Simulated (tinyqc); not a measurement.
# Frequency dispersion of an accumulation capacitance by border traps, distributed model: two studies

Traps spread evenly through the insulator exchange electrons with the semiconductor by tunnelling, with tau(x) = t0 exp(2 ka x) at depth x from the interface. The admittance per area Y seen at depth x obeys dY/dx = -Y^2/(i w eps0 eox) + q Nb ln(1 + i w tau)/tau, with Y(0) = i w Cs and w = 2 pi f; the gate sees Y(tox) = G + i w C. Working variable y = Y/(i w), in uF/cm^2. Cox = eps0 eox/tox.

Parameters, values chosen for the exercise; permittivity close to that of hafnium oxide: relative permittivity of the insulator eox = 19.5; insulator thickness tox = 7.9 nm; semiconductor capacitance in accumulation Cs = 1.9 uF/cm^2; density of border traps Nb = 6.9e19 cm^-3 eV^-1; decay constant of the wave function in the insulator ka = 4.1 1/nm; time constant of a trap at the interface t0 = 4e-11 s; frequency f = 1e6 Hz.

Constants: q = 1.602176634e-19 C, eps0 = 8.8541878128e-14 F/cm where lengths are in cm. Results are converted to the units shown.

Each table varies one quantity; the others keep the values above.

## Capacitance and loss against frequency

Cox; trap-free value 1/(1/Cox + 1/Cs); response depth d = ln(1/(w t0))/(2 ka), where w tau = 1; lumped estimate: all traps within d act as C_bt = q Nb d placed at d/2, so C = 1/{1/[1/(1/Cs + d/(2 eps0 eox)) + C_bt] + (tox - d/2)/(eps0 eox)}. C and G from a fine integration; dispersion -d C/d log10 f over C, from f times and over 1.1. For a broad spread of time constants G/w is close to -(pi/2) dC/d ln w.

The same in every row: trap-free C (uF/cm^2) = 1.016.

Result of one run:
```
f (Hz)	d (nm)	C (uF/cm^2)	G/w (uF/cm^2)	dispersion (% a decade)	-(pi/2) dC/d ln w (uF/cm^2)	lumped C (uF/cm^2)
10000	1.572	1.473	0.04714	4.684	0.04707	1.431
```

What becomes of these results when the frequency f is changed from 10000 to 1e6 Hz, all else the same?

Result of the changed run:
```
f (Hz)	d (nm)	C (uF/cm^2)	G/w (uF/cm^2)	dispersion (% a decade)	-(pi/2) dC/d ln w (uF/cm^2)	lumped C (uF/cm^2)
1e6	1.011	1.334	0.04849	5.320	0.04840	1.297
```

The whole series:
```
f (Hz)	d (nm)	C (uF/cm^2)	G/w (uF/cm^2)	dispersion (% a decade)	-(pi/2) dC/d ln w (uF/cm^2)	lumped C (uF/cm^2)
10	2.415	1.682	0.04856	4.227	0.04850	1.619
100	2.134	1.611	0.04768	4.332	0.04762	1.557
1000	1.853	1.542	0.04720	4.480	0.04713	1.495
10000	1.572	1.473	0.04714	4.684	0.04707	1.431
1e5	1.292	1.404	0.04755	4.956	0.04747	1.365
1e6	1.011	1.334	0.04849	5.320	0.04840	1.297
1e7	0.7300	1.262	0.05004	5.805	0.04996	1.225
```

C falls from 1.682 to 1.262 uF/cm^2, towards the trap-free 1.016; each decade of frequency removes ln 10/(2 ka) = 0.281 nm from the response depth. The dispersion rises from 4.23 to 5.80 % a decade and G/w goes from 0.0486 through a minimum of 0.0471 (at f = 10000 Hz among the rows listed) to 0.0500 uF/cm^2. G/w stays at 1.00 times -(pi/2) dC/d ln w, the relation for a broad spread of time constants.

## Effect of the semiconductor capacitance in accumulation

Same model as above.

The same in every row: d (nm) = 1.011.

Effect of the semiconductor capacitance in accumulation:
```
Cs (uF/cm^2)	C (uF/cm^2)	G/w (uF/cm^2)	dispersion (% a decade)	-(pi/2) dC/d ln w (uF/cm^2)	lumped C (uF/cm^2)	trap-free C (uF/cm^2)
0.2	0.9100	0.08814	14.12	0.08764	0.8418	0.1832
0.39	0.9770	0.08108	12.11	0.08068	0.9144	0.3309
0.75	1.086	0.07019	9.433	0.06991	1.033	0.5584
1.4	1.241	0.05614	6.613	0.05599	1.198	0.8534
2.8	1.462	0.03885	3.891	0.03880	1.432	1.227
5.4	1.682	0.02477	2.158	0.02476	1.663	1.556
10	1.860	0.01572	1.238	0.01571	1.848	1.794
20	2.004	0.009925	0.7235	0.009890	1.996	1.970
```

As Cs goes from 0.2 to 20, C rises from 0.910 to 2.00 uF/cm^2, the dispersion falls from 14.1 to 0.724 % a decade and G/w falls from 0.0881 to 0.00992 uF/cm^2. The lumped estimate is 7.5 % below C in the first row and 0.41 % below it in the last. The same traps disperse C more when Cs is small, since they then add to the weaker series term.

Numbers from tinyqc (`OMP_NUM_THREADS=1 python tinyqc.py 2202083 2202084 out.jsonl`; about 0.5 s on one thread of a shared Intel Xeon 2.30GHz).
